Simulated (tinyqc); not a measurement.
Number of periods: periodic multilayer mirror for extreme ultraviolet light.

s polarisation, vacuum above. q_j = sqrt(N_j^2 - sin^2 theta); interface r_jk = (q_j - q_k)/(q_j + q_k) exp(-2 (2 pi/lam)^2 q_j q_k sg^2) (Nevot-Croce; sg = 0 if not given); phase factor of a layer x_j = exp(4 pi i q_j d_j/lam). Each period has the spacer (thickness (1 - Gm) L) on top of the absorber (Gm L). In this recursion R is the amplitude; R in tables and results is the reflectance, its squared modulus. The substrate is of the spacer material. Starting with R = 0 in it, each interface upward gives R -> (r + R x)/(1 + r R x), x that of the layer below the interface (1 for the substrate).

Parameters, chosen for this exercise (optical constants near those of Mo and Si at 13.5 nm; not measured data):
- lam = 13.5 nm (wavelength)
- dA = (0.0763, 0.00605) (delta and beta of the absorber, N = 1 - delta + i beta)
- dS = (0.0009, 0.00173) (delta and beta of the spacer and the substrate)
- L = 7.01 nm (period)
- Gm = 0.4 (absorber share of the period)
- theta = 6 degrees (angle from the normal)
- sg = 0.3 nm (interface roughness)

The last column sets both beta to zero.

Reflectance:

| periods | R | R without absorption |
|---|---|---|
| 5 | 0.105 | 0.117 |
| 10 | 0.310 | 0.375 |
| 15 | 0.486 | 0.623 |
| 20 | 0.599 | 0.794 |
| 30 | 0.694 | 0.946 |
| 40 | 0.718 | 0.987 |
| 50 | 0.723 | 0.997 |
| 60 | 0.725 | 0.999 |
| 80 | 0.725 | 1.000 |
| 100 | 0.725 | 1.000 |

How do the results move, and what explains it?

R reaches 0.718 at 40 periods and 0.725 at 100; it stays within 0.01 of the last value from 40 periods on. Without absorption the last value is 1.000: absorption, not the count of layers, caps the mirror, and the roughness, which weakens each reflection, lowers that cap further.

Computed by tinyqc, a small Python program: `OMP_NUM_THREADS=1 python tinyqc.py 1681816 1681817 out.jsonl` (the numbers bound the seed that draws the inputs); one thread of a shared host (Intel(R) Xeon(R) Processor @ 2.30GHz), about 0.01 s for the whole set of steps.
